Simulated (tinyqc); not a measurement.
# Phase-change memory cell, resistance drift and retention, step by step

Computed by the program tinyqc: `OMP_NUM_THREADS=1 python tinyqc.py 2880068 2880069 out.jsonl`, one thread of a shared Intel Xeon 2.30GHz, about 0.01 s for the whole run. Printed values are rounded.

The amorphous state follows Ra = R0 (t/t0)^nu exp[(q Ec/kB)(1/T - 1/(300 K))], with nu taken as independent of T. An intermediate level follows the logarithmic mixing rule ln R = (1 - fa) ln Rc + fa ln Ra with constant Rc. The time to lose the data by crystallisation is tr = tx exp[(q Ex/kB)(1/T - 1/Tx)]; 1 year = 3.15576e7 s. These are empirical laws.

Parameters, values chosen for the exercise; values of the order found in chalcogenide phase-change cells:
- R0 = 5.1 Mohm (resistance of the amorphous state at t0 and 300 K)
- t0 = 0.001 s (reference time)
- nu = 0.128 (drift exponent)
- Ec = 0.25 eV (activation energy of conduction)
- Ex = 2.9 eV (activation energy of crystallisation)
- Tx = 448 K (temperature of a bake)
- tx = 33 s (time to crystallise in that bake)
- T = 328 K (operating temperature)
- t = 86400 s (time of the read)
- fa = 0.47 (amorphous share of an intermediate level)
- Rc = 21 kohm (resistance of the crystalline state)

Constants: q = 1.602176634e-19 C, kB = 1.380649e-23 J/K. Results are converted to the units shown.

## Resistances at the read

Ra and the intermediate level as above; its effective drift exponent is fa nu.

drift factor = 10.37227
temperature factor = 0.4380051
Ra = 23.16985 Mohm
intermediate level = 0.5653145 Mohm
effective exponent = 0.06016

Against R0 the resistance has risen by a factor of 4.54.

## Retention

tr at T; the ten-year temperature solves tr = 10 years: 1/T10 = 1/Tx + (kB/(q Ex)) ln(10 years/tx).

tr = 9.012811e5 years
T10 = 369.0360 K
loss of tr per kelvin, q Ex/(kB T^2) = 31.28077 %/K

T lies 41.0 K below T10, so ten years are met.
